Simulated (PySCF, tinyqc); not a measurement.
Worked calculation (part 1 of 2): RHF in the sto-3g basis, for BeH+, spin multiplicity 1. The lowest restricted solution is unstable here: a spin-polarised one lies 0.0727 hartree lower (PySCF). Computed by tinyqc, a small Python program that keeps every step (integrals from PySCF). Settings: charge = 1, multiplicity = 1, basis = sto-3g, energy threshold = 1e-09, iteration cap = 88, orthogonalisation = symmetric, start = core, DIIS depth = 8, method = RHF. Command: `OMP_NUM_THREADS=1 python tinyqc.py 21504 21505 out.jsonl` (the two numbers bound the seeds that draw the settings). One thread of a shared host (Intel(R) Xeon(R) Processor @ 2.60GHz), about 0.07 s of CPU time with the checks. Later iterations appear only in the table of the cycle.

## One-electron integrals

Geometry (angstrom):
```
atom         x         y         z
Be    0.000000  0.000000  0.000000
H     0.000000  0.000000  2.514000
```

Basis sto-3g: exponents (1/bohr^2) and contraction coefficients of normalised primitives:
```
element  l (shell)   exponent  coefficient
Be           s (1)  30.167871     0.154329
Be           s (1)   5.495115     0.535328
Be           s (1)   1.487193     0.444635
Be           s (2)   1.314833    -0.099967
Be           s (2)   0.305539     0.399513
Be           s (2)   0.099371     0.700115
Be           p (3)   1.314833     0.155916
Be           p (3)   0.305539     0.607684
Be           p (3)   0.099371     0.391957
H            s (1)   3.425251     0.154329
H            s (1)   0.623914     0.535328
H            s (1)   0.168855     0.444635
```

Overlap, kinetic and nuclear-attraction integrals over the contracted functions; the nuclear repulsion is the sum of Za Zb / Rab.

nuclear repulsion = 0.84196851 hartree

overlap S, lower triangle:
```
           1Be 1s    1Be 2s   1Be 2px   1Be 2py   1Be 2pz     2H 1s
1Be 1s   1.000000
1Be 2s   0.259517  1.000000
1Be 2px  0.000000  0.000000  1.000000
1Be 2py  0.000000  0.000000  0.000000  1.000000
1Be 2pz  0.000000  0.000000  0.000000  0.000000  1.000000
2H 1s    0.004307  0.120743  0.000000  0.000000  0.177239  1.000000
```

kinetic energy T (hartree), lower triangle:
```
            1Be 1s     1Be 2s   1Be 2px   1Be 2py   1Be 2pz     2H 1s
1Be 1s    6.693975
1Be 2s   -0.033012   0.211111
1Be 2px   0.000000   0.000000  0.660592
1Be 2py   0.000000   0.000000  0.000000  0.660592
1Be 2pz   0.000000   0.000000  0.000000  0.000000  0.660592
2H 1s    -0.002763  -0.006892  0.000000  0.000000  0.005211  0.760032
```

nuclear attraction V (hartree), lower triangle:
```
             1Be 1s     1Be 2s    1Be 2px    1Be 2py    1Be 2pz      2H 1s
1Be 1s   -14.771584
1Be 2s    -1.953872  -2.523475
1Be 2px    0.000000   0.000000  -2.494654
1Be 2py    0.000000   0.000000   0.000000  -2.494654
1Be 2pz   -0.005114  -0.055000   0.000000   0.000000  -2.525251
2H 1s     -0.030930  -0.225265   0.000000   0.000000  -0.323448  -2.068567
```

core Hamiltonian H = T + V (hartree), lower triangle:
```
            1Be 1s     1Be 2s    1Be 2px    1Be 2py    1Be 2pz      2H 1s
1Be 1s   -8.077609
1Be 2s   -1.986884  -2.312364
1Be 2px   0.000000   0.000000  -1.834062
1Be 2py   0.000000   0.000000   0.000000  -1.834062
1Be 2pz  -0.005114  -0.055000   0.000000   0.000000  -1.864659
2H 1s    -0.033693  -0.232157   0.000000   0.000000  -0.318237  -1.308535
```

## Two-electron integrals

Functions are numbered as in S; the eight-fold symmetry (ij|kl) = (ji|kl) = (kl|ij) leaves the list below.

Two-electron integrals (ij|kl) in chemists' order, unique and non-zero (hartree):
```
(11|11) 2.298831   (21|11) 0.392036   (21|21) 0.079539   (22|11) 0.570988
(22|21) 0.143041   (22|22) 0.417683   (31|31) 0.014607   (32|31) 0.021888
(32|32) 0.092265   (33|11) 0.569578   (33|21) 0.143083   (33|22) 0.417589
(33|33) 0.449859   (41|41) 0.014607   (42|41) 0.021888   (42|42) 0.092265
(43|43) 0.024249   (44|11) 0.569578   (44|21) 0.143083   (44|22) 0.417589
(44|33) 0.401360   (44|44) 0.449859   (51|51) 0.014607   (52|51) 0.021888
(52|52) 0.092265   (53|53) 0.024249   (54|54) 0.024249   (55|11) 0.569578
(55|21) 0.143083   (55|22) 0.417589   (55|33) 0.401360   (55|44) 0.401360
(55|55) 0.449859   (61|11) 0.006208   (61|21) 0.001272   (61|22) 0.002351
(61|33) 0.002331   (61|44) 0.002331   (61|51) 0.000145   (61|52) 0.000277
(61|55) 0.002394   (61|61) 0.000022   (62|11) 0.038629   (62|21) 0.009944
(62|22) 0.035039   (62|33) 0.033536   (62|44) 0.033536   (62|51) 0.001209
(62|52) 0.009492   (62|55) 0.038002   (62|61) 0.000183   (62|62) 0.006676
(63|31) 0.000525   (63|32) 0.003120   (63|53) 0.001312   (63|63) 0.000350
(64|41) 0.000525   (64|42) 0.003120   (64|54) 0.001312   (64|64) 0.000350
(65|11) 0.052679   (65|21) 0.013624   (65|22) 0.049182   (65|33) 0.046661
(65|44) 0.046661   (65|51) 0.001844   (65|52) 0.014492   (65|55) 0.054161
(65|61) 0.000255   (65|62) 0.010141   (65|65) 0.015502   (66|11) 0.210486
(66|21) 0.054623   (66|22) 0.209542   (66|33) 0.199828   (66|44) 0.199828
(66|51) 0.005110   (66|52) 0.053903   (66|55) 0.228683   (66|61) 0.000988
(66|62) 0.058778   (66|65) 0.092661   (66|66) 0.774606
```

## Orthogonalisation

S = U s U^T; symmetric (Loewdin) form X = U s^(-1/2) U^T, so that X^T S X = 1.

eigenvalues of S: 0.702402  0.844437  1.000000  1.000000  1.151486  1.301675

X, lower triangle:
```
            1Be 1s     1Be 2s   1Be 2px   1Be 2py    1Be 2pz     2H 1s
1Be 1s    1.026793
1Be 2s   -0.136665   1.032742
1Be 2px   0.000000   0.000000  1.000000
1Be 2py   0.000000   0.000000  0.000000  1.000000
1Be 2pz  -0.001592   0.008675  0.000000  0.000000   1.012197
2H 1s     0.010483  -0.064527  0.000000  0.000000  -0.091298  1.018068
```

## Starting guess

The start is the orbitals of the core Hamiltonian; D = 2 C_occ C_occ^T.

D at the start, lower triangle:
```
            1Be 1s     1Be 2s   1Be 2px   1Be 2py    1Be 2pz     2H 1s
1Be 1s    2.122296
1Be 2s   -0.464304   1.759815
1Be 2px   0.000000   0.000000  0.000000
1Be 2py   0.000000   0.000000  0.000000  0.000000
1Be 2pz  -0.198642   0.824144  0.000000  0.000000   0.386134
2H 1s     0.022029  -0.075275  0.000000  0.000000  -0.035232  0.003222
```

## Iteration 1: building the Fock matrix

J_ij = sum D_kl (ij|kl), K_ij = sum D_kl (ik|jl); F = H + J - 0.5 K; E = tr D H + tr D J / 2 - 0.25 tr D K + E_nn.

Coulomb J (hartree), lower triangle:
```
           1Be 1s    1Be 2s   1Be 2px   1Be 2py   1Be 2pz     2H 1s
1Be 1s   5.730941
1Be 2s   1.062907  1.967305
1Be 2px  0.000000  0.000000  1.958214
1Be 2py  0.000000  0.000000  0.000000  1.958214
1Be 2pz  0.029986  0.141119  0.000000  0.000000  1.975836
2H 1s    0.017415  0.162726  0.000000  0.000000  0.227459  0.927027
```

exchange K (hartree), lower triangle:
```
           1Be 1s    1Be 2s   1Be 2px   1Be 2py   1Be 2pz     2H 1s
1Be 1s   4.660435
1Be 2s   0.790054  0.801163
1Be 2px  0.000000  0.000000  0.181869
1Be 2py  0.000000  0.000000  0.000000  0.181869
1Be 2pz  0.019885  0.381516  0.000000  0.000000  0.340882
2H 1s    0.014919  0.092708  0.000000  0.000000  0.066649  0.021387
```

Fock matrix F (hartree), lower triangle:
```
            1Be 1s     1Be 2s   1Be 2px   1Be 2py    1Be 2pz      2H 1s
1Be 1s   -4.676886
1Be 2s   -1.319004  -0.745640
1Be 2px   0.000000   0.000000  0.033218
1Be 2py   0.000000   0.000000  0.000000  0.033218
1Be 2pz   0.014930  -0.104639  0.000000  0.000000  -0.059264
2H 1s    -0.023738  -0.115785  0.000000  0.000000  -0.124102  -0.392201
```

total energy of this density = -14.31544929 hartree

## Iteration 1: diagonalisation and new density

Diagonalise F' = X^T F X, C = X C', fill 2 alpha and 2 beta electrons from the bottom; D = 2 C_occ C_occ^T. Each column has its largest component positive (the first on a tie).

F' = X^T F X (hartree), lower triangle:
```
           1          2         3         4          5          6
1  -4.574914
2  -0.661784  -0.498686
3   0.000000   0.000000  0.033218
4   0.000000   0.000000  0.000000  0.033218
5   0.026391  -0.099366  0.000000  0.000000  -0.042791
6   0.017143  -0.054325  0.000000  0.000000  -0.081315  -0.372315
```

orbital energies (hartree): MO1 -4.679706, MO2 -0.479549, MO3 -0.325764, MO4 -0.003687, MO5 0.033218, MO6 0.033218

coefficients C:
```
               MO1        MO2        MO3        MO4        MO5       MO6
1Be 1s    0.992803  -0.211296   0.196346   0.065097   0.000000  0.000000
1Be 2s    0.026497   0.735599  -0.708089  -0.215113   0.000000  0.000000
1Be 2px   0.000000   0.000000   0.000000   0.000000  -0.079659  0.996822
1Be 2py   0.000000   0.000000   0.000000   0.000000   0.996822  0.079659
1Be 2pz  -0.002370   0.241176  -0.082123   0.983890   0.000000  0.000000
2H 1s    -0.001557   0.543013   0.830860  -0.252740   0.000000  0.000000
```

D after iteration 1, lower triangle:
```
            1Be 1s    1Be 2s   1Be 2px   1Be 2py   1Be 2pz     2H 1s
1Be 1s    2.060608
1Be 2s   -0.258246  1.083615
1Be 2px   0.000000  0.000000  0.000000
1Be 2py   0.000000  0.000000  0.000000  0.000000
1Be 2pz  -0.106625  0.354692  0.000000  0.000000  0.116343
2H 1s    -0.232565  0.798796  0.000000  0.000000  0.261930  0.589730
```

Within a degenerate level the vectors are fixed only up to a rotation; this is one choice.

## Iteration 2: building the Fock matrix

As before.

Coulomb J (hartree), lower triangle:
```
           1Be 1s    1Be 2s   1Be 2px   1Be 2py   1Be 2pz     2H 1s
1Be 1s   5.430055
1Be 2s   0.993045  1.808116
1Be 2px  0.000000  0.000000  1.793758
1Be 2py  0.000000  0.000000  0.000000  1.793758
1Be 2pz  0.018255  0.115199  0.000000  0.000000  1.827452
2H 1s    0.016127  0.173885  0.000000  0.000000  0.249846  1.295128
```

exchange K (hartree), lower triangle:
```
            1Be 1s    1Be 2s   1Be 2px   1Be 2py   1Be 2pz     2H 1s
1Be 1s    4.621628
1Be 2s    0.798424  0.613623
1Be 2px   0.000000  0.000000  0.127229
1Be 2py   0.000000  0.000000  0.000000  0.127229
1Be 2pz  -0.003695  0.226400  0.000000  0.000000  0.230921
2H 1s     0.009917  0.269837  0.000000  0.000000  0.203185  0.614923
```

Fock matrix F (hartree), lower triangle:
```
            1Be 1s     1Be 2s    1Be 2px    1Be 2py    1Be 2pz      2H 1s
1Be 1s   -4.958368
1Be 2s   -1.393052  -0.811059
1Be 2px   0.000000   0.000000  -0.103918
1Be 2py   0.000000   0.000000   0.000000  -0.103918
1Be 2pz   0.014989  -0.053000   0.000000   0.000000  -0.152667
2H 1s    -0.022525  -0.193191   0.000000   0.000000  -0.169983  -0.320868
```

total energy of this density = -14.50022812 hartree

## Iteration 2: DIIS over 2 matrices

error matrix X^T (FDS - SDF) X:
```
           1          2         3         4          5          6
1   0.000000  -0.003523  0.000000  0.000000   0.004436   0.010650
2   0.003523   0.000000  0.000000  0.000000  -0.025554  -0.039782
3   0.000000   0.000000  0.000000  0.000000   0.000000   0.000000
4   0.000000   0.000000  0.000000  0.000000   0.000000   0.000000
5  -0.004436   0.025554  0.000000  0.000000   0.000000   0.005378
6  -0.010650   0.039782  0.000000  0.000000  -0.005378   0.000000
```

B (overlaps of the stored error matrices):
```
                1               2
1   1.7769597e-01  -4.9448571e-03
2  -4.9448571e-03   4.8200448e-03
```

Minimise |sum c_i e_i|^2 with sum c_i = 1: solve [B -1; -1 0][c; lambda] = [0; -1] with B_ij = tr e_i^T e_j, and take F = sum c_i F_i.

DIIS coefficients: 0.050752  0.949248

extrapolated F (hartree), lower triangle:
```
            1Be 1s     1Be 2s    1Be 2px    1Be 2py    1Be 2pz      2H 1s
1Be 1s   -4.944083
1Be 2s   -1.389294  -0.807739
1Be 2px   0.000000   0.000000  -0.096958
1Be 2py   0.000000   0.000000   0.000000  -0.096958
1Be 2pz   0.014986  -0.055621   0.000000   0.000000  -0.147927
2H 1s    -0.022587  -0.189263   0.000000   0.000000  -0.167655  -0.324488
```

## Iteration 2: diagonalisation and new density

As before.

F' = X^T F X (hartree), lower triangle:
```
           1          2          3          4          5          6
1  -4.837789
2  -0.693086  -0.539052
3   0.000000   0.000000  -0.096958
4   0.000000   0.000000   0.000000  -0.096958
5   0.018116  -0.039062   0.000000   0.000000  -0.124042
6   0.031387  -0.138574   0.000000   0.000000  -0.128957  -0.284713
```

orbital energies (hartree): MO1 -4.946822, MO2 -0.543219, MO3 -0.246510, MO4 -0.096958, MO5 -0.096958, MO6 -0.049045

coefficients C:
```
               MO1        MO2        MO3       MO4        MO5        MO6
1Be 1s    0.993104  -0.225649  -0.186028  0.000000   0.000000  -0.036261
1Be 2s    0.025436   0.790008   0.665253  0.000000   0.000000   0.148831
1Be 2px   0.000000   0.000000   0.000000  0.100465   0.994941   0.000000
1Be 2py   0.000000   0.000000   0.000000  0.994941  -0.100465   0.000000
1Be 2pz  -0.002574   0.208907  -0.414423  0.000000   0.000000   0.904190
2H 1s    -0.001576   0.493962  -0.650553  0.000000   0.000000  -0.617941
```

D after iteration 2, lower triangle:
```
            1Be 1s    1Be 2s   1Be 2px   1Be 2py   1Be 2pz     2H 1s
1Be 1s    2.074345
1Be 2s   -0.306009  1.249519
1Be 2px   0.000000  0.000000  0.000000
1Be 2py   0.000000  0.000000  0.000000  0.000000
1Be 2pz  -0.099391  0.329946  0.000000  0.000000  0.087298
2H 1s    -0.226054  0.780387  0.000000  0.000000  0.206393  0.488001
```

Within a degenerate level the vectors are fixed only up to a rotation; this is one choice.

## Iteration 3: building the Fock matrix

As before.

Coulomb J (hartree), lower triangle:
```
           1Be 1s    1Be 2s   1Be 2px   1Be 2py   1Be 2pz     2H 1s
1Be 1s   5.473764
1Be 2s   1.002987  1.831423
1Be 2px  0.000000  0.000000  1.818821
1Be 2py  0.000000  0.000000  0.000000  1.818821
1Be 2pz  0.016616  0.103510  0.000000  0.000000  1.847174
2H 1s    0.016264  0.170373  0.000000  0.000000  0.243645  1.227086
```

exchange K (hartree), lower triangle:
```
            1Be 1s    1Be 2s   1Be 2px   1Be 2py   1Be 2pz     2H 1s
1Be 1s    4.628544
1Be 2s    0.795766  0.664773
1Be 2px   0.000000  0.000000  0.139653
1Be 2py   0.000000  0.000000  0.000000  0.139653
1Be 2pz  -0.003725  0.210046  0.000000  0.000000  0.223169
2H 1s     0.009671  0.260148  0.000000  0.000000  0.177717  0.523821
```

Fock matrix F (hartree), lower triangle:
```
            1Be 1s     1Be 2s    1Be 2px    1Be 2py    1Be 2pz      2H 1s
1Be 1s   -4.918117
1Be 2s   -1.381780  -0.813327
1Be 2px   0.000000   0.000000  -0.085067
1Be 2py   0.000000   0.000000   0.000000  -0.085067
1Be 2pz   0.013365  -0.056512   0.000000   0.000000  -0.129069
2H 1s    -0.022265  -0.191858   0.000000   0.000000  -0.163450  -0.343359
```

total energy of this density = -14.50416703 hartree

## Iteration 3: DIIS over 3 matrices

error matrix X^T (FDS - SDF) X:
```
           1          2         3         4          5          6
1   0.000000  -0.000343  0.000000  0.000000   0.005266  -0.002271
2   0.000343   0.000000  0.000000  0.000000  -0.013420   0.008869
3   0.000000   0.000000  0.000000  0.000000   0.000000   0.000000
4   0.000000   0.000000  0.000000  0.000000   0.000000   0.000000
5  -0.005266   0.013420  0.000000  0.000000   0.000000   0.012822
6   0.002271  -0.008869  0.000000  0.000000  -0.012822   0.000000
```

B (overlaps of the stored error matrices), lower triangle:
```
                1              2              3
1   1.7769597e-01
2  -4.9448571e-03  4.8200448e-03
3   7.4577546e-03  1.1887390e-04  9.1233228e-04
```

As before.

DIIS coefficients: -0.034987  0.070485  0.964503

extrapolated F (hartree), lower triangle:
```
            1Be 1s     1Be 2s    1Be 2px    1Be 2py    1Be 2pz      2H 1s
1Be 1s   -4.929394
1Be 2s   -1.384771  -0.815536
1Be 2px   0.000000   0.000000  -0.090534
1Be 2py   0.000000   0.000000   0.000000  -0.090534
1Be 2pz   0.013425  -0.054581   0.000000   0.000000  -0.133175
2H 1s    -0.022231  -0.194614   0.000000   0.000000  -0.165287  -0.340065
```

## Iteration 3: diagonalisation and new density

As before.

F' = X^T F X (hartree), lower triangle:
```
           1          2          3          4          5          6
1  -4.823691
2  -0.689301  -0.547694
3   0.000000   0.000000  -0.090534
4   0.000000   0.000000   0.000000  -0.090534
5   0.016291  -0.037445   0.000000   0.000000  -0.109464
6   0.032279  -0.142756   0.000000   0.000000  -0.126573  -0.300486
```

orbital energies (hartree): MO1 -4.932105, MO2 -0.555605, MO3 -0.249927, MO4 -0.090534, MO5 -0.090534, MO6 -0.043698

coefficients C:
```
               MO1        MO2        MO3       MO4        MO5        MO6
1Be 1s    0.993111  -0.225463   0.186958  0.000000   0.000000  -0.032223
1Be 2s    0.025416   0.788867  -0.669958  0.000000   0.000000   0.132928
1Be 2px   0.000000   0.000000   0.000000  0.127573   0.991829   0.000000
1Be 2py   0.000000   0.000000   0.000000  0.991829  -0.127573   0.000000
1Be 2pz  -0.002244   0.188893   0.370718  0.000000   0.000000   0.927274
2H 1s    -0.001659   0.504549   0.680706  0.000000   0.000000  -0.575445
```

D after iteration 3, lower triangle:
```
            1Be 1s    1Be 2s   1Be 2px   1Be 2py   1Be 2pz     2H 1s
1Be 1s    2.074204
1Be 2s   -0.305240  1.245915
1Be 2px   0.000000  0.000000  0.000000
1Be 2py   0.000000  0.000000  0.000000  0.000000
1Be 2pz  -0.089634  0.297908  0.000000  0.000000  0.071371
2H 1s    -0.230810  0.795960  0.000000  0.000000  0.190619  0.509145
```

Within a degenerate level the vectors are fixed only up to a rotation; this is one choice.

## Iteration 4: building the Fock matrix

As before.

Coulomb J (hartree), lower triangle:
```
           1Be 1s    1Be 2s   1Be 2px   1Be 2py   1Be 2pz     2H 1s
1Be 1s   5.466848
1Be 2s   1.001283  1.827355
1Be 2px  0.000000  0.000000  1.814839
1Be 2py  0.000000  0.000000  0.000000  1.814839
1Be 2pz  0.015585  0.099001  0.000000  0.000000  1.842932
2H 1s    0.016222  0.170196  0.000000  0.000000  0.243510  1.234666
```

exchange K (hartree), lower triangle:
```
            1Be 1s    1Be 2s   1Be 2px   1Be 2py   1Be 2pz     2H 1s
1Be 1s    4.628282
1Be 2s    0.795329  0.662845
1Be 2px   0.000000  0.000000  0.139024
1Be 2py   0.000000  0.000000  0.000000  0.139024
1Be 2pz  -0.003406  0.195551  0.000000  0.000000  0.214756
2H 1s     0.009465  0.261395  0.000000  0.000000  0.174261  0.538182
```

Fock matrix F (hartree), lower triangle:
```
            1Be 1s     1Be 2s    1Be 2px    1Be 2py    1Be 2pz      2H 1s
1Be 1s   -4.924902
1Be 2s   -1.383266  -0.816432
1Be 2px   0.000000   0.000000  -0.088734
1Be 2py   0.000000   0.000000   0.000000  -0.088734
1Be 2pz   0.012174  -0.053774   0.000000   0.000000  -0.129105
2H 1s    -0.022203  -0.192659   0.000000   0.000000  -0.161857  -0.342960
```

total energy of this density = -14.50472938 hartree

## Iteration 4: DIIS over 4 matrices

error matrix X^T (FDS - SDF) X:
```
           1          2         3         4          5          6
1   0.000000  -0.000445  0.000000  0.000000   0.003249  -0.000265
2   0.000445   0.000000  0.000000  0.000000  -0.004881  -0.000604
3   0.000000   0.000000  0.000000  0.000000   0.000000   0.000000
4   0.000000   0.000000  0.000000  0.000000   0.000000   0.000000
5  -0.003249   0.004881  0.000000  0.000000   0.000000   0.003663
6   0.000265   0.000604  0.000000  0.000000  -0.003663   0.000000
```

B (overlaps of the stored error matrices), lower triangle:
```
                1              2              3              4
1   1.7769597e-01
2  -4.9448571e-03  4.8200448e-03
3   7.4577546e-03  1.1887390e-04  9.1233228e-04
4   9.3780630e-04  3.6319065e-04  2.4995376e-04  9.6859220e-05
```

As before.

DIIS coefficients: 0.009958  -0.096392  -0.500315  1.586749

extrapolated F (hartree), lower triangle:
```
            1Be 1s     1Be 2s    1Be 2px    1Be 2py    1Be 2pz      2H 1s
1Be 1s   -4.922602
1Be 2s   -1.382426  -0.817798
1Be 2px   0.000000   0.000000  -0.087891
1Be 2py   0.000000   0.000000   0.000000  -0.087891
1Be 2pz   0.011335  -0.052985   0.000000   0.000000  -0.126156
2H 1s    -0.022157  -0.192243   0.000000   0.000000  -0.159901  -0.345380
```
